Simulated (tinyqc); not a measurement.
Worked calculation: RHF in the 6-31g basis, for H2, spin multiplicity 1. One step of it, computed by the program tinyqc.

Problem. Iteration 1: building the Fock matrix. J_ij = sum D_kl (ij|kl), K_ij = sum D_kl (ik|jl); F = H + J - 0.5 K; E = tr D H + tr D J / 2 - 0.25 tr D K + E_nn.

D at the start:
```
           1H 1s     1H 2s      2H 1s     2H 2s
1H 1s   0.271266  0.296636  -0.008079  0.003162
1H 2s   0.296636  0.324909   0.003162  0.016591
2H 1s  -0.008079  0.003162   0.271266  0.296636
2H 2s   0.003162  0.016591   0.296636  0.324909
```

core Hamiltonian H = T + V (hartree):
```
           1H 1s      1H 2s      2H 1s      2H 2s
1H 1s  -0.825299  -0.848817  -0.549429  -0.638551
1H 2s  -0.848817  -0.878255  -0.638551  -0.765253
2H 1s  -0.549429  -0.638551  -0.825299  -0.848817
2H 2s  -0.638551  -0.765253  -0.848817  -0.878255
```

Two-electron integrals (ij|kl) in chemists' order, unique and non-zero (hartree):
```
(11|11) 1.076566   (21|11) 0.578470   (21|21) 0.329423   (22|11) 0.587396
(22|21) 0.361304   (22|22) 0.453150   (31|11) 0.251660   (31|21) 0.145705
(31|22) 0.163160   (31|31) 0.085549   (32|11) 0.267025   (32|21) 0.165075
(32|22) 0.206565   (32|31) 0.104127   (32|32) 0.145436   (33|11) 0.554040
(33|21) 0.351695   (33|22) 0.457589   (33|31) 0.251660   (33|32) 0.376921
(33|33) 1.076566   (41|11) 0.376921   (41|21) 0.215802   (41|22) 0.238707
(41|31) 0.104127   (41|32) 0.121145   (41|33) 0.267025   (41|41) 0.145436
(42|11) 0.428057   (42|21) 0.265504   (42|22) 0.339324   (42|31) 0.135726
(42|32) 0.183086   (42|33) 0.428057   (42|41) 0.183086   (42|42) 0.275660
(43|11) 0.351695   (43|21) 0.221916   (43|22) 0.289588   (43|31) 0.145705
(43|32) 0.215802   (43|33) 0.578470   (43|41) 0.165075   (43|42) 0.265504
(43|43) 0.329423   (44|11) 0.457589   (44|21) 0.289588   (44|22) 0.388059
(44|31) 0.163160   (44|32) 0.238707   (44|33) 0.587396   (44|41) 0.206565
(44|42) 0.339324   (44|43) 0.361304   (44|44) 0.453150
```

nuclear repulsion = 0.56962025 hartree

Give: Coulomb J; exchange K; Fock matrix F; total energy of this density.

Solution.

Coulomb J (hartree):
```
       1H 1s  1H 2s  2H 1s  2H 2s
1H 1s  1.348  0.800  0.420  0.551
1H 2s  0.800  0.954  0.551  0.777
2H 1s  0.420  0.551  1.348  0.800
2H 2s  0.551  0.777  0.800  0.954
```

exchange K (hartree):
```
       1H 1s  1H 2s  2H 1s  2H 2s
1H 1s  0.881  0.718  0.492  0.591
1H 2s  0.718  0.700  0.591  0.648
2H 1s  0.492  0.591  0.881  0.718
2H 2s  0.591  0.648  0.718  0.700
```

Fock matrix F (hartree):
```
        1H 1s   1H 2s   2H 1s   2H 2s
1H 1s   0.082  -0.408  -0.376  -0.383
1H 2s  -0.408  -0.274  -0.383  -0.312
2H 1s  -0.376  -0.383   0.082  -0.408
2H 2s  -0.383  -0.312  -0.408  -0.274
```

total energy of this density = -0.76895 hartree

This density is the starting one; it is not idempotent, so its energy is not variational and may lie below the converged one.
